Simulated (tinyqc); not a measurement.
Resistance of a circular point contact between the ballistic and the diffusive limit: one step of the calculation.

Two half-spaces of a free-electron metal (one valley, spin 2) meet through a circular opening of radius a in an insulating sheet.

Question. Resistances. kF = (3 pi^2 n)^(1/3), resistivity rho = hbar kF/(n q^2 l). Maxwell: RM = rho/(2 a); Sharvin: RS = 4 rho l/(3 pi a^2); interpolation R = RS + gamma RM, gamma = (1 + 0.83 K)/(1 + 1.33 K), K = l/a.

Parameters, values chosen for the exercise:

| symbol | value | unit | meaning |
|---|---|---|---|
| l | 2.6 | nm | mean free path |
| a | 3 | nm | radius of the opening |

rho = 27.008173 uohm cm

Wanted: RM; RS; gamma; R.

Answer.

RM = 45.014 ohm
RS = 33.114 ohm
gamma = 0.79870
R = 69.067 ohm

The Sharvin term makes up 47.9 % of R; it equals (h/2q^2) over the number of modes.

tinyqc, about 0.01 s, one thread, Intel Xeon 2.30GHz (shared host): `OMP_NUM_THREADS=1 python tinyqc.py 2760009 2760010 out.jsonl`
